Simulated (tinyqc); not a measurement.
## Slope factor and drain-induced lowering from three currents

Question. With source and body at 0 V, I = A exp((Vg + dd Vd)/(nf Vt)) (1 - exp(-Vd/Vt)). Find nf, the swing nf Vt ln 10 and dd.

Parameters, values chosen for the exercise:
- T = 398 K (temperature)

Constants: q = 1.602176634e-19 C, kB = 1.380649e-23 J/K, Vt = kB T/q. Results are converted to the units shown.

currents at (Vg, Vd) = (0, 0.05), (0, 1) and (0.12, 1) V (nA/um): [0.16982751, 0.82041073, 8.7245199]

Solution. The pair at equal Vd gives nf; the pair at equal Vg, after dividing out the factors 1 - exp(-Vd/Vt), gives dd.

nf = 1.48
swing = 117 mV/decade
dd = 0.0700

Program tinyqc, `OMP_NUM_THREADS=1 python tinyqc.py 2242136 2242137 out.jsonl`; Intel Xeon 2.30GHz, shared host, one thread, about 0.03 s.
